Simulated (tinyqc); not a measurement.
MOSFET in the linear regime without short-channel effects, parameter extraction from computed curves: one step of the calculation.

Inversion charge Q = Cox n Vt W0(exp((Vg - VT)/(n Vt))), W0 the Lambert function and n = nf; u = Q/Cox; mobility mu = mu0/(1 + th1 u + th2 u^2); channel resistance Rch = (L - dL)/(W mu Q); Id = Vd/(Rch + Rsd/W). Cox = eps0 eox/tox. Small Vd, no channel-length or drain effects.

Problem. The Y function. Y_i = Id_i/sqrt(gm_i). For Id = beta Vd x/(1 + th x), x = Vg - VT, Y = sqrt(beta Vd) x whatever th. Slope s from points 4 and 7; VT_Y = Vg - Y/s at point 7; beta = s^2/Vd; mobility beta L/(W Cox) with the drawn L; th* = (beta Vd x/Id - 1)/x at point 7.

Parameters, values chosen for the exercise; channel values of the order met in silicon transistors:
- eox = 21.6 (relative permittivity of the gate insulator (close to hafnium oxide))
- tox = 4.2 nm (insulator thickness)
- mu0 = 300 cm^2/(V s) (low-field mobility)
- th2 = 0 1/V^2 (second mobility attenuation factor)
- W = 0.5 um (gate width)
- L = 0.36 um (drawn gate length)
- dL = 0.017 um (drawn less effective length)
- Vd = 0.01 V (drain voltage)

Constants: eps0 = 8.8541878128e-14 F/cm where lengths are in cm. Results are converted to the units shown.

```
point  Vg (V)       Id (uA)
0        0.52  0.0061898720
1         0.6   0.059293905
2        0.68    0.36930810
3        0.76     1.0599470
4        0.84     1.8533331
5        0.92     2.5782543
6           1     3.2001086
7        1.08     3.7258388
8        1.16     4.1707603
```

gm, point 1 to 7 (uS): 2.2694889  6.2540818  9.2751564  9.4894205  8.4173470  7.1724035  6.0665731

Wanted: Y; s; VT_Y; beta; mobility from Y; th*.

Solution.

Y, point 1 to 7 (uA^0.5 V^0.5): 0.039359  0.14768  0.34804  0.60164  0.88867  1.1949  1.5127
s = 3.7961 uA^0.5 V^-0.5
VT_Y = 0.68151 V
beta = 1441.0 uA/V^2
mobility from Y = 227.85 cm^2/(V s)
th* = 1.3582 1/V

The mobility from Y is 28 % below mu0 L/(L - dL) = 315 cm^2/(V s), which it should reach in deep inversion when th2 = 0.

Program tinyqc, `OMP_NUM_THREADS=1 python tinyqc.py 2210033 2210034 out.jsonl`; Intel Xeon 2.30GHz, shared host, one thread, about 0.01 s.
